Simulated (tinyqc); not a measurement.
# Octagonal on-chip spiral inductor, lumped pi model: effects of single changes

Outer diameter do = di + 2 n wd + 2 (n - 1) sp, mean da = (do + di)/2, fill p = (do - di)/(do + di), length l = 3.314 n da. L = 2.25 mu0 n^2 da/(1 + 3.55 p), mu0 = 4 pi 1e-7 H/m. Rs = rho l/(wd delta (1 - exp(-th/delta))), delta = sqrt(rho/(pi f mu0)). Cs = n wd^2 eps0 eo/hu across the coil. At each end Cox = l wd eps0 eo/(2 ho) leads to the substrate branch Rsi = 2 rs he/(l wd) in parallel with Csi = l wd eps0 11.7/(2 he). With one end grounded Y = 1/(Rs + i w L) + i w Cs + 1/[1/(i w Cox) + 1/(1/Rsi + i w Csi)], w = 2 pi f; Q = -Im Y/Re Y. Eddy currents in neighbouring turns and in the substrate are left out.

Values chosen for this exercise; values of the order met in silicon radio-frequency processes:
- n = 2.5 (number of turns)
- wd = 15 um (line width)
- sp = 1.5 um (space between turns)
- di = 100 um (inner diameter)
- th = 2 um (metal thickness)
- rho = 1.9 uohm cm (metal resistivity)
- ho = 6 um (oxide below the coil)
- hu = 1.1 um (oxide between coil and underpass)
- eo = 3.9 (relative permittivity of the oxide)
- rs = 10 ohm cm (substrate resistivity)
- he = 50 um (effective spreading depth in the substrate)
- f = 5.9 GHz (frequency)

Constants: eps0 = 8.8541878128e-12 F/m. Results are converted to the units shown.

Each table varies one quantity; the others keep the values above.

## Quality factor against frequency

Apparent inductance Im(1/Y)/w; share of the loss Re(substrate branch)/Re Y.

Quality factor against frequency:
```
f (GHz)	Rs (ohm)	w L/Rs	Q	apparent inductance (nH)	loss in the substrate (%)
0.42	0.9711	3.339	3.337	1.229	0.01169
0.69	1.046	5.095	5.083	1.231	0.07400
1.1	1.139	7.457	7.398	1.233	0.4110
1.9	1.288	11.39	10.96	1.241	2.754
3	1.459	15.88	13.81	1.257	10.89
5	1.719	22.46	14.23	1.297	32.93
8.1	2.056	30.42	11.00	1.390	58.81
13	2.504	40.09	6.493	1.669	77.49
22	3.180	53.42	1.422	3.343	89.18
```

What does the comparison show?

Q goes from 3.34 through a maximum of 14.2 (at f = 5 GHz among the rows listed) to 1.42; the exact peak is 14.6 at 4.09 GHz and Q reaches zero at the self-resonance, 25.5 GHz. The share of the substrate rises from 0.0117 to 89.2 %, and the apparent inductance ends at 2.72 times L. At the peak the substrate takes 22.7 % of the loss. For f = 22 the coil is longer than 0.15 of a wavelength in the oxide, where one lumped section is rough.

## Effect of the number of turns

Same model as above.

Peak Q and its frequency from a search over f; self-resonance where Im Y = 0; Q at the given f (negative beyond resonance).

Effect of the number of turns:
```
n	L (nH)	do (um)	peak Q	f of the peak (GHz)	self-resonance (GHz)	Q at f
1.5	0.4696	146.5	18.30	10.99	55.20	16.06
2.5	1.229	179.5	14.59	4.092	25.46	13.43
3.5	2.376	212.5	12.97	2.465	14.67	6.578
4.5	3.964	245.5	11.91	1.760	9.263	2.216
5.5	6.053	278.5	11.07	1.355	6.116	0.1226
6.5	8.702	311.5	10.37	1.089	4.205	-0.8628
8.5	15.92	377.5	9.179	0.7580	2.308	-1.591
```

As n goes from 1.5 to 8.5, L rises from 0.470 to 15.9 nH, the peak Q falls from 18.3 to 9.18, its frequency falls from 11.0 to 0.758 GHz and the self-resonance falls from 55.2 to 2.31 GHz.

Numbers from tinyqc (`OMP_NUM_THREADS=1 python tinyqc.py 2302116 2302117 out.jsonl`; about 0.01 s on one thread of a shared Intel Xeon 2.30GHz).
